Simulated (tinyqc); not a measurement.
Surface segregation during layer-by-layer epitaxy: two-layer exchange kinetics and the shape of quantum wells and delta layers. Changing the growth rate G. Computed by tinyqc, a small Python program. Command: `OMP_NUM_THREADS=1 python tinyqc.py 3001171 3001172 out.jsonl mbeseg sweep`. One thread of a shared host (Intel(R) Xeon(R) Processor @ 2.30GHz), about 0.06 s of CPU time with the checks.

Atoms A and B exchange only between the growing layer and the one below it. B is supplied for N layers, then pure A follows.

Inputs (values chosen for the exercise, close to those used for germanium in silicon): barrier E1 for B to move up = 1.67 eV; segregation energy E_s = 0.29 eV; attempt frequency nu = 1 THz; share x0 of B in the flux during the well = 0.36; layers in the well N = 4; layer thickness = 1.36 angstrom; temperature T = 400 C.

Constants: k_B = 8.617333262e-05 eV/K.

Method:
- p1 = nu exp(-E1/(k_B T)) (B up, A down), p2 = nu exp(-(E1 + E_s)/(k_B T)) (B down); time per layer tau = 1/G; K = p1/p2.
- Temperatures in kelvin are T(C) + 273.15.
- Dilute equilibrium share passed up per layer R_eq = K/(1 + K).
- Each layer is deposited complete with B share x_dep and then exchanges for the time tau = 1/G with the layer below, whose share is b (total c = s + b fixed): ds/dt = p1 b (1 - s) - p2 s (1 - b), s(0) = x_dep. With the roots s1 < s2 of the right side, (s - s1)/(s - s2) = [(s(0) - s1)/(s(0) - s2)] exp(-(p1 - p2)(s2 - s1) tau). The lower layer is then buried with c - s, and s becomes the b of the next layer.
- In the dilute tail each layer passes up the share R = R_eq (1 - exp(-(p1 + p2) tau)); decay length = -layer thickness/ln R.
- Index 0 is the last layer of pure A below the well. Share of B outside the intended layers 1..N = 1 - (sum over 1..N)/(N x0).

One run for each value:
```
growth rate G (layers/s)  share passed up R  decay length (angstrom)  peak share (largest buried share)      p1 tau
0.003                               0.99330               2.0239e+02                            0.32302  1.0467e+02
0.009                               0.99330               2.0239e+02                            0.32274  3.4890e+01
0.03                                0.99328               2.0159e+02                            0.30508  1.0467e+01
0.09                                0.96368               3.6763e+01                            0.29689  3.4890e+00
0.3                                 0.64702               3.1237e+00                            0.33994  1.0467e+00
0.9                                 0.29421               1.1116e+00                            0.35783  3.4890e-01
3                                   0.09934               5.8896e-01                            0.35991  1.0467e-01
9                                   0.03428               4.0320e-01                            0.36000  3.4890e-02
30                                  0.01041               2.9793e-01                            0.36000  1.0467e-02
```

What does the table show, and why?

Over the rows, share passed up R falls from 0.993 to 0.0104, flat over part of the range; decay length (angstrom) falls from 202 to 0.298, flat over part of the range; peak share (largest buried share) goes from 0.323 through a minimum among these rows, 0.297 at 0.0900, to 0.360. At the high end the exponent of share passed up R is -0.99, close to -1: kinetic regime: R is about p1 tau. At the low end the exponent of share passed up R is 0.00, close to 0: equilibrium regime. Faster growth buries B before it can move up.

Caution (rows 0.00300, 0.00900, 0.0300, 0.0900): the floating layer fills towards saturation, so the dilute decay length holds only far out in the tail. Caution (all rows): two-layer exchange with complete layers is a simplification that can understate segregation at low temperature; desorption, step-edge exchange and surfactants are left out. Caution (rows 0.900, 3.00, 9.00, 30.0): a decay length below one layer thickness is only formal.

Extremes, crossings and ranges named in words are read from the listed rows.
